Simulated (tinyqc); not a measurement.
Strain and the order of the valence edges: six-band k.p model of the valence band of a wurtzite crystal.

At k = 0: E1 = D1c + D2c + Te + Le (pure HH); E2, E3 = Le + u +/- sqrt(u^2 + 2 D3c^2), u = (D1c - D2c + Te)/2, D1c = Dcr, D2c = D3c = Dso/3. The weight of LH in state 2 is fL = (E2 - Le)^2/((E2 - Le)^2 + 2 D3c^2). Relative strengths of transitions to the conduction band: for E perpendicular to c (TE) 1/2, fL/2, (1 - fL)/2; for E along c (TM) 0, 1 - fL, fL, with one momentum element for both directions.

Strain of a c-plane layer: exx = eyy = e_par, ezz = -2 (C13/C33) e_par; Le = D1 ezz + D2 (exx + eyy), Te = D3 ezz + D4 (exx + eyy).

Conduction edge: Ec = (top of the unstrained valence band) + Eg + (a1 + D1) ezz + (a2 + D2)(exx + eyy).
Constants: kB = 8.617333262e-05 eV/K.

Parameters, chosen for this exercise (near those of AlGaN; shifted at random, so the results belong to these values and not to a real crystal): Dcr = -0.1465 eV (crystal-field splitting); Dso = 0.018 eV (spin-orbit splitting); Eg = 5.949 eV (direct gap at Gamma from the top of the unstrained valence band); a1 = -3.52 eV (gap potential along c); a2 = -12.27 eV (gap potential in the plane); D1 = -15.52 eV; D2 = 7.15 eV; D3 = 8.3 eV; D4 = -3.83 eV; C13 = 111 GPa; C33 = 361 GPa; T = 300 K (temperature).

Edges from the unstrained top. Degree of polarisation (TE - TM)/(TE + TM), each state weighted by exp(E/kT) alone (equal densities of states).

Results:

| e_par (%) | E1 (meV) | E2 (meV) | E3 (meV) | fL | lowest transition (eV) | polarisation |
|---|---|---|---|---|---|---|
| -1.20 | -273.9 | -277.8 | -294.8 | 0.520 | 6.2053 | 0.125 |
| -0.60 | -207.5 | -142.6 | -220.4 | 0.012 | 6.0828 | -0.866 |
| -0.30 | -174.2 | -71.4 | -186.8 | 0.005 | 6.0160 | -0.965 |
| 0.00 | -141.0 | 0.0 | -153.4 | 0.003 | 5.9490 | -0.990 |
| 0.30 | -107.7 | 71.4 | -120.1 | 0.002 | 5.8820 | -0.996 |
| 0.60 | -74.5 | 142.9 | -86.8 | 0.001 | 5.8149 | -0.998 |
| 0.90 | -41.3 | 214.4 | -53.5 | 0.001 | 5.7478 | -0.999 |
| 1.20 | -8.0 | 285.9 | -20.2 | 0.001 | 5.6807 | -0.999 |

Give the missing row, e_par (%) = -0.90.

Computed row:
```
e_par (%)  E1 (meV)  E2 (meV)  E3 (meV)     fL  lowest transition (eV)  polarisation
-0.90        -240.7    -213.2    -254.5  0.044                  6.1490        -0.535
```

E1 = E2 requires Dcr + Te = 0, which here falls at e_par = -1.15 %, inside the sweep: state 1 is on top for smaller e_par and state 2 beyond. The polarisation goes from +0.13 to -1.00 and changes sign between -1.20 and -0.90 %; the lowest transition moves by -219 meV per 1 % on average.

Program tinyqc; command `OMP_NUM_THREADS=1 python tinyqc.py 1050616 1050617 out.jsonl`; about 0.01 s on one thread of a shared Intel(R) Xeon(R) Processor @ 2.30GHz.
